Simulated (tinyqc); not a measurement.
Nucleation and growth of vacancy voids in a cooling silicon-like crystal: one step, computed by the program tinyqc. Command: `OMP_NUM_THREADS=1 python tinyqc.py 3016127 3016128 out.jsonl voids walk`. One thread of a shared host (Intel(R) Xeon(R) Processor @ 2.30GHz), about 0.3 s of CPU time with the checks.

Spherical voids; vacancies are lost only to voids.

Problem. Nucleation rate at T with the initial excess. C_e = C_m exp[-(E_f/k_B)(1/T - 1/T_m)]; D = D0 exp(-E_m/(k_B T)); f = k_B T ln(C/C_e); r* = 2 gamma/(rho f); W* = 16 pi gamma^3/(3 rho^2 f^2); Z = f/sqrt(12 pi W* k_B T); I = rho Z (4 pi r* D C) exp(-W*/(k_B T)).

Inputs (values chosen for the exercise, for a model crystal): vacancy density at the melting point C_m = 4.7e+14 1/cm^3; formation energy E_f = 3.92 eV; melting point T_m = 1685 K; diffusion prefactor D0 = 0.0006 cm^2/s; migration energy E_m = 0.49 eV; site density rho = 5e+22 1/cm^3; void surface energy gamma = 0.837 J/m^2; temperature of the worked step T = 1355 K.

initial excess C = 7.20e+13 1/cm^3

Constants: k_B = 8.617333262e-05 eV/K; k_B = 1.380649e-23 J/K; e = 1.602176634e-19 C.

Give: C_e; D; driving force f; critical radius r*; W*/(k_B T); rate I.

Solution.

C_e = 6.5564e+11 1/cm^3

D = 9.0292e-06 cm^2/s

driving force f = 0.54866 eV

critical radius r* = 0.38087 nm

W*/(k_B T) = 27.186

rate I = 3.5644e+12 1/(cm^3 s)

Cooling by 10 K multiplies I by 8.5: nucleation switches on within a narrow range of temperature. Caution: at such a rate voids would have used up the initial excess before the crystal cooled to this T.
